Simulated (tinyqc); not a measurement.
Electron mobility in a silicon inversion layer, empirical terms and Matthiessen rule: effect of the temperature.

Inversion layer of sheet density Ns on a uniformly doped body. The mobility terms are empirical power laws with prefactors chosen for the exercise; adding their inverses (Matthiessen) is itself an approximation.

Nc and Nv are given at 350 K and scale as (T/350 K)^1.5; Eg is fixed. ni = sqrt(Nc Nv) exp(-Eg/(2 Vt)), Eg in volts; Ndep = sqrt(2 eps0 eps_r Nb (2 Vt ln(Nb/ni) + Vsb)/q); E = q (Ndep + eta Ns)/(eps0 eps_r), in MV/cm. With t = T/(300 K): muC = Ac (Ns/1e12 cm^-2) t/(Nb/1e17 cm^-3 + Nit/1e11 cm^-2), muP = Ap E^(-1/3) t^(-1.75), muS = As E^(-gs); 1/mu is the sum of the inverses.

Parameters, values chosen for the exercise; material values close to those of silicon: band gap Eg = 1.1 eV; relative permittivity of the semiconductor eps_r = 11.7; conduction-band density of states at the reference temperature Nc = 3.53e19 cm^-3; valence-band density of states at the reference temperature Nv = 3.4e19 cm^-3; body doping Nb = 4.8e17 cm^-3; reverse body bias Vsb = 0.3 V; weight of the inversion charge in the effective field eta = 0.5; phonon-limited mobility at 1 MV/cm and 300 K Ap = 413 cm^2/(V s); roughness-limited mobility at 1 MV/cm As = 633 cm^2/(V s); exponent of the roughness term gs = 2; Coulomb prefactor Ac = 2700 cm^2/(V s); charge at the interface Nit = 1.9e10 cm^-2; inversion density Ns = 4.6e12 cm^-2.

Constants: q = 1.602176634e-19 C, kB = 1.380649e-23 J/K, Vt = kB T/q, eps0 = 8.8541878128e-14 F/cm where lengths are in cm. Results are converted to the units shown.

Effect of the temperature:
```
T (K)  E (MV/cm)  muC (cm^2/(V s))  muP (cm^2/(V s))  muS (cm^2/(V s))  mu (cm^2/(V s))
120      0.80254            995.59            2209.0            982.81           404.10
160      0.79747            1327.5            1338.0            995.34           399.14
200      0.79190            1659.3            907.58            1009.4           371.03
250      0.78434            2074.1            616.14            1029.0           324.99
300      0.77618            2489.0            449.40            1050.7           279.43
350      0.76747            2903.8            344.43            1074.7           239.34
400      0.75822            3318.6            273.76            1101.1           205.66
450      0.74846            3733.5            223.74            1130.0           177.86
```

As T goes from 120 to 450 K, E falls from 0.803 to 0.748 MV/cm and mu falls from 404 to 178 cm^2/(V s). The smallest term is the roughness one in the first row and the phonon one in the last. For T = 120 to 160 K dopant freeze-out and degenerate screening, left out here, matter.

Numbers from tinyqc (`OMP_NUM_THREADS=1 python tinyqc.py 2510130 2510131 out.jsonl`; about 0.01 s on one thread of a shared Intel Xeon 2.30GHz).
